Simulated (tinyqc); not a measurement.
Franz-Keldysh effect at a direct gap: sweeps and comparisons. A value that a table varies takes the place of the one given here.

Parabolic bands, vertical transitions, no excitons. For each hole band j: mr = me mj/(me + mj); joint density of states J_j(E) = (mr/c)^(3/2) sqrt(E - Eg)/(2 pi^2), both spins, c = hbar^2/2m0; averaged matrix element |e.p|^2 = m0 Ep/6; alpha_j(E) = 4 pi^2 alpha_f c Ep J_j/(3 nr E) in 1/angstrom (alpha_f the fine-structure constant, listed as alpha among the constants), times 1e8 for 1/cm.

In a field Fd (1 kV/cm = 1e-5 V/angstrom) the electro-optic energy of band j is th = (c (e Fd)^2/mr)^(1/3), and sqrt(E - Eg) in J_j is replaced by pi sqrt(th) [Ai'(b)^2 - b Ai(b)^2] with b = (Eg - E)/th; Ai is the Airy function.

Constants: hbar^2/2m0 = 3.80998211 eV angstrom^2; fine-structure constant alpha = 0.007297352564.

Values chosen for the exercise (near those of InP; shifted at random, so the results belong to these values and not to a real crystal):

| symbol | value | unit | meaning |
|---|---|---|---|
| Eg | 1.343 | eV | direct gap |
| me | 0.0808 | m0 | electron mass |
| mhh | 0.611 | m0 | heavy-hole mass |
| mlh | 0.0878 | m0 | light-hole mass |
| Ep | 20 | eV | Kane energy |
| nr | 3.37 |  | refractive index |
| Fd | 130 | kV/cm | uniform field |
| det | 60 | meV | detuning below the gap |

## Spectrum around the gap

Absorption (1/cm):

| E - Eg (eV) | alpha(0) | alpha(F) | change |
|---|---|---|---|
| -0.1121 | 0 | 3.177 | 3 |
| -0.0897 | 0 | 13.37 | 13 |
| -0.0673 | 0 | 51.36 | 51 |
| -0.0449 | 0 | 176.8 | 177 |
| -0.0224 | 0 | 537.7 | 538 |
| 0.0000 | 0 | 1398 | 1398 |
| 0.0224 | 4490 | 3057 | -1434 |
| 0.0449 | 6254 | 5496 | -758 |
| 0.0673 | 7535 | 7939 | 404 |
| 0.0897 | 8564 | 9288 | 724 |
| 0.1121 | 9426 | 9468 | 42 |
| 0.1346 | 10171 | 9817 | -354 |
| 0.1794 | 11397 | 1.153e+04 | 136 |
| 0.2243 | 12379 | 1.247e+04 | 87 |

What does this show?

At the gap alpha(F) = 1398 1/cm; 89.7 meV below it 13.4 1/cm remain, the tail falling as exp(-(4/3) b^(3/2)). Among the energies listed the largest rise is 1398 1/cm at E - Eg = 0.0 meV and the largest fall -1434 1/cm at 22.4 meV. It changes sign between 0.0 and 22.4 meV, between 44.9 and 67.3 meV, between 112.1 and 134.6 meV and between 134.6 and 179.4 meV; th is 44.9 meV for heavy holes and 53.5 meV for light holes.

## Tail absorption against field

At E = Eg - det; the field takes the values listed. The last column is the length for 10 dB of loss.

Results:

| Fd (kV/cm) | th heavy (meV) | b heavy | alpha (1/cm) | length (micrometre) |
|---|---|---|---|---|
| 10 | 8.11 | 7.396 | 2.16e-08 | 1.07e+12 |
| 20 | 12.88 | 4.659 | 0.00132 | 1.74e+07 |
| 40 | 20.44 | 2.935 | 0.542 | 4.25e+04 |
| 60 | 26.79 | 2.240 | 5.07 | 4.54e+03 |
| 100 | 37.65 | 1.593 | 36.6 | 629 |
| 150 | 49.34 | 1.216 | 111 | 207 |
| 250 | 69.36 | 0.865 | 306 | 75.1 |
| 400 | 94.88 | 0.632 | 605 | 38.0 |

What does this show, and why?

alpha grows by 8.4 decades from 10 to 60 kV/cm and by a factor 1.97 over the last step, where the field grows by 1.6: the exponent (4/3) b^(3/2) goes as 1/Fd, so the gain is steep only while b > 1 (deep in the tail the light-hole pair, with its smaller b, carries most of it), that is up to 150 kV/cm of those listed. Values below about 10 1/cm lie under the Urbach and exciton tails of a real crystal, left out here.

## What moves the tail

At E = Eg - det. Each row changes one parameter from the base and keeps the others.

Results:

| case | th heavy (meV) | alpha (1/cm) |
|---|---|---|
| base | 44.852 | 77.85 |
| Fd = 169 kV/cm | 53.425 | 145.4 |
| det = 70 meV | 44.852 | 43.91 |
| me = 0.0929 m0 | 43.061 | 78.87 |
| mlh = 0.1141 m0 | 44.852 | 79.18 |
| Ep = 22 eV | 44.852 | 85.63 |
| nr = 3.54 | 44.852 | 74.11 |

What does this show?

The largest shifts from the base row, up to three for each result and ties (the steps differ in size, so this ranks the rows, not the parameters). th heavy (meV): Fd +8.573, me -1.790; unchanged at the printed digits by det, mlh, Ep and nr. alpha (1/cm): Fd +67.5, det -33.9, Ep +7.78.

Run: tinyqc, `OMP_NUM_THREADS=1 python tinyqc.py 1682157 1682158 out.jsonl`; Intel(R) Xeon(R) Processor @ 2.30GHz, one thread, shared host; about 0.01 s of CPU time with all checks.
